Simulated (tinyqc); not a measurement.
# Threshold-voltage variability of a planar MOSFET, analytic estimates: effects of single changes

Three independent sources add in quadrature: random dopants in the depleted layer, metal-gate grains of two orientations, and roughness of the two gate edges acting through the roll-off VT = VT(long) - Vr exp(-L/l). These are first-order estimates: no three-dimensional electrostatics, no percolation.

Parameters, values chosen for the exercise; material values close to those of silicon: temperature T = 293 K; band gap Eg = 1.13 eV; relative permittivity of the semiconductor eps_r = 11.7; conduction-band density of states at T Nc = 2.68e19 cm^-3; valence-band density of states at T Nv = 2.59e19 cm^-3; channel doping Na = 5.9e17 cm^-3; oxide-equivalent thickness in inversion ti = 1.5 nm; gate length L = 32 nm; gate width W = 77 nm; metal grain size G = 15 nm; work-function difference of the two grain orientations dW = 0.15 eV; share of the orientation of higher work function p = 0.5; rms roughness of one gate edge De = 1.9 nm; correlation length of the roughness La = 10 nm; decay length of the threshold roll-off l = 6 nm; prefactor of the roll-off Vr = 1.9 V.

Constants: q = 1.602176634e-19 C, kB = 1.380649e-23 J/K, Vt = kB T/q, eps0 = 8.8541878128e-14 F/cm where lengths are in cm. Results are converted to the units shown.

Each table varies one quantity; the others keep the values above.

## Effect of the gate length

ni = sqrt(Nc Nv) exp(-Eg/(2 Vt)), Eg in volts; Cox = 3.9 eps0/ti; Wd = sqrt(4 eps0 eps_r Vt ln(Na/ni)/(q Na)); dopants: s1 = (q/Cox) sqrt(Na Wd/(3 L W)). Grains: Ng = L W/G^2 (at least 1), s2 = dW sqrt(p (1 - p)/Ng). Edges, with exponential correlation and u = W/La: the mean gate length has sL^2 = 2 De^2 (2/u)[1 - (1 - exp(-u))/u]; s3 = sL (Vr/l) exp(-L/l). s = sqrt(s1^2 + s2^2 + s3^2). l and Vr are held fixed.

Effect of the gate length:
```
L (nm)  s1 (mV)  s2 (mV)   s3 (mV)  s (mV)  s sqrt(L W) (mV um)
19        17.18    29.41     17.05   38.09                1.457
23        15.62    26.73     8.753   32.17                1.354
28        14.15    24.23     3.804   28.32                1.315
34        12.85    21.99     1.399   25.50                1.305
40        11.84    20.27    0.5148   23.48                1.303
49        10.70    18.32    0.1149   21.21                1.303
58        9.835    16.83   0.02563   19.50                1.303
70        8.952    15.32  0.003469   17.75                1.303
```

What does the table show?

As L goes from 19 to 70 nm, s falls from 38.1 to 17.7 mV. The grains are the largest source in the first and the last row. The product s sqrt(L W) falls from 1.46 to 1.30 mV um: s1 and s2 go as 1/sqrt(L W), so the change comes from s3 alone. For L = 19 to 40 nm the depletion depth exceeds L, so source and drain share much of the charge and s1 is rough.

## Effect of the correlation length of the roughness

Same model as above.

l and Vr are held fixed.

The same in every row: s1 (mV) = 13.24; s2 (mV) = 22.66.

Effect of the correlation length of the roughness:
```
La (nm)  s3 (mV)  s (mV)  s sqrt(L W) (mV um)
2         0.9241   26.26                1.304
5          1.432   26.29                1.305
10         1.953   26.32                1.307
20         2.557   26.37                1.309
40         3.123   26.43                1.312
80         3.542   26.49                1.315
160        3.803   26.52                1.317
```

What does the table show?

As La goes from 2 to 160 nm, s rises from 26.3 to 26.5 mV. The grains are the largest source in the first and the last row. The edge term s3 rises from 0.924 to 3.80 mV: a longer correlation averages out less along the width. In every row the depletion depth exceeds L, so source and drain share much of the charge and s1 is rough.

## Effect of the oxide-equivalent thickness in inversion

Same model as above.

l and Vr are held fixed.

The same in every row: s2 (mV) = 22.66; s3 (mV) = 1.953.

Effect of the oxide-equivalent thickness in inversion:
```
ti (nm)  s1 (mV)  s (mV)  s sqrt(L W) (mV um)
0.8        7.062   23.82                1.182
1.2        10.59   25.09                1.246
1.6        14.12   26.78                1.329
2          17.65   28.79                1.429
2.4        21.18   31.08                1.543
2.8        24.72   33.59                1.667
3.2        28.25   36.27                1.800
```

Read the table: what changes, and by how much?

As ti goes from 0.8 to 3.2 nm, s rises from 23.8 to 36.3 mV. The largest source is the grains in the first row and the dopants in the last. s1 goes on average as ti^(1.00). In every row the depletion depth exceeds L, so source and drain share much of the charge and s1 is rough.

## Effect of the gate width

Same model as above.

l and Vr are held fixed.

Effect of the gate width:
```
W (nm)  s1 (mV)  s2 (mV)  s3 (mV)  s (mV)  s sqrt(L W) (mV um)
26        22.79    39.00    2.891   45.26                1.306
42        17.93    30.69    2.480   35.63                1.306
68        14.09    24.12    2.058   28.01                1.306
110       11.08    18.96    1.670   22.02                1.307
180       8.660    14.82    1.331   17.22                1.307
290       6.823    11.68    1.060   13.57                1.307
470       5.359    9.173   0.8384   10.66                1.307
770       4.187    7.167   0.6578   8.326                1.307
```

As W goes from 26 to 770 nm, s falls from 45.3 to 8.33 mV. The grains are the largest source in the first and the last row. The product s sqrt(L W) stays near 1.31 mV um: s1 and s2 count independent dopants and grains, so they go as 1/sqrt(L W), and s3 is too small to matter. At W = 26 nm the gate holds under four grains, so the work function takes a few discrete values. In every row the depletion depth exceeds L, so source and drain share much of the charge and s1 is rough.

Numbers from tinyqc (`OMP_NUM_THREADS=1 python tinyqc.py 2090118 2090119 out.jsonl`; about 0.01 s on one thread of a shared Intel Xeon 2.30GHz).
